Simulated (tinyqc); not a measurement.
Inside a calculation. Model: floating body of a partially depleted SOI transistor: body voltage and kink.

Program tinyqc, `OMP_NUM_THREADS=1 python tinyqc.py 2182119 2182120 out.jsonl`; Intel Xeon 2.30GHz, shared host, one thread, about 0.2 s. Printed values are rounded.

Source at 0 V. Channel current Ic = 2 nf K Vt^2 [F(0) - F(Vd)](1 + la Vd), F(V) = ln^2(1 + exp((Vg - VT - nf V)/(2 nf Vt))), VT = VT0 - gb Vb. Saturation voltage Vs = 2 Vt sqrt(F(0)) + 3 Vt, excess Ve = (Vd - Vs + sqrt((Vd - Vs)^2 + 0.0004 V^2))/2, multiplication M1 = Ai Ve exp(-Bl/Ve). Each junction passes D(v) = J1 (exp(v/Vt) - 1) + J2 (exp(v/(2 Vt)) - 1). Bipolar current Ib = bb J1 (exp(Vb/Vt) - 1). The body settles where M1 (Ic + Ib) = D(Vb) + D(Vb - Vd) + Vb/Rb; drain current Id = (1 + M1)(Ic + Ib) - D(Vb - Vd).

Values chosen for this exercise; values of the order met in partially depleted silicon-on-insulator transistors:
- T = 358 K (temperature)
- VT0 = 0.42 V (threshold at zero body voltage)
- gb = 0.27 (fall of the threshold per volt of body voltage)
- nf = 1.17 (slope factor)
- K = 580 uA/(V^2 um) (gain factor per width)
- la = 0.09 1/V (channel-length modulation factor)
- Ai = 1.28 1/V (impact-ionisation prefactor)
- Bl = 6.3 V (impact-ionisation voltage)
- J1 = 4.2e-10 uA/um (diffusion saturation current of each junction)
- J2 = 1.1e-7 uA/um (recombination saturation current of each junction)
- bb = 3 (gain of the lateral bipolar transistor on the diffusion current)
- Rb = 1e9 kohm um (resistance of a weak body tie to the source (1e9 stands for no tie, and the term is then dropped))
- Vg = 0.8 V (gate voltage)
- Vd = 2.3 V (drain voltage)

Constants: q = 1.602176634e-19 C, kB = 1.380649e-23 J/K, Vt = kB T/q. Results are converted to the units shown.

Range of the model: The multiplication law is an empirical form chosen for the exercise; self-heating and capacitive coupling to the body are left out, and the linear laws are rough once Vb passes about 0.7 V or M1 about 0.1.

## Starting value

Vb = 0.82 V.

Vb at the start = 0.82 V

## Iteration 1: new Vb

Current into the body I_in = M1 (Ic + Ib) - D(Vb - Vd), current out I_out = D(Vb) + Vb/Rb; f = ln(I_in/I_out), s = df/dVb by central differences over 1e-5 V, Vb(new) = Vb - f/s.

Ic = 108.211 uA/um
Ve = 1.69348 V
M1 = 0.0525225
I_in = 28.8224 uA/um
I_out = 146.916 uA/um
f = -1.62871
s = -6.85077 1/V
Vb after iteration 1 = 0.582259 V

## Iteration 2: new Vb

As before.

Ic = 86.3527 uA/um
Ve = 1.74832 V
M1 = 0.0609347
I_in = 5.27396 uA/um
I_out = 0.0674582 uA/um
f = 4.35903
s = -31.6142 1/V
Vb after iteration 2 = 0.720141 V

## Iteration 3: new Vb

As before.

Ic = 98.7289 uA/um
Ve = 1.71651 V
M1 = 0.0559624
I_in = 6.49366 uA/um
I_out = 5.78198 uA/um
f = 0.116082
s = -27.3720 1/V
Vb after iteration 3 = 0.724382 V

## Course of the iteration

Stop when the step is below 1e-10 V, or after 40 iterations.

Course of the iteration:
```
iteration	Vb before the step (V)	step (V)
1	0.82	-0.238
2	0.582259	0.138
3	0.720141	4.24e-3
4	0.724382	4.31e-5
5	0.724425	4.74e-9
6	0.724425	0
```

Converged in 6 iterations.

## Drain current with floating and with grounded body

converged Vb = 0.724425 V

Id and VT at the converged Vb, Id at Vb = 0, their ratio, and the bipolar share Ib/(Ic + Ib).

VT = 0.224405 V
Id, floating = 125.655 uA/um
Id, grounded = 46.9559 uA/um
ratio = 2.67601
bipolar share = 16.7088 %

The body rises to 0.724 V and lowers the threshold by 196 mV.
